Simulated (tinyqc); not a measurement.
Polytypes by hexagonality, and a cubic inclusion as a quantum well: one step. Hexagonality. Three cases, with inputs chosen for the exercise.

Task: Give the h/k string and h of each.

A layer is h if its two neighbours in the periodic sequence sit on the same site, k otherwise; the hexagonality h is the share of h layers.

Give: Hexagonality.

Case 1.

Stacking sequences:
```
polytype,sequence
2H,AB
9R,ABCBCACAB
15R,ABCACBCABACABCB
6H,ABCACB
21R,ABCACBACABCBACBCABACB
```

Result:

Hexagonality:
```
polytype,h/k string,h
2H,hh,1.0000
9R,hkhhkhhkh,0.6667
15R,hkkhkhkkhkhkkhk,0.4000
6H,hkkhkk,0.3333
21R,hkkhkkkhkkhkkkhkkhkkk,0.2857
```

Case 2.

Stacking sequences:
```
polytype,sequence
2H,AB
3C,ABC
6H,ABCACB
9R,ABCBCACAB
15R,ABCACBCABACABCB
```

Result:

Hexagonality:
```
polytype,h/k string,h
2H,hh,1.0000
3C,kkk,0.0000
6H,hkkhkk,0.3333
9R,hkhhkhhkh,0.6667
15R,hkkhkhkkhkhkkhk,0.4000
```

Case 3.

Stacking sequences:
```
polytype,sequence
2H,AB
21R,ABCACBACABCBACBCABACB
8H,ABCABACB
9R,ABCBCACAB
6H,ABCACB
```

Result:

Hexagonality:
```
polytype,h/k string,h
2H,hh,1.0000
21R,hkkhkkkhkkhkkkhkkhkkk,0.2857
8H,hkkkhkkk,0.2500
9R,hkhhkhhkh,0.6667
6H,hkkhkk,0.3333
```

Computed by tinyqc, one run a case: `OMP_NUM_THREADS=1 python tinyqc.py N N+1 out.jsonl` with N = 1851191, 1880109, 1880680; one thread of a shared Intel(R) Xeon(R) Processor @ 2.30GHz, about 0.08 s a run at most.
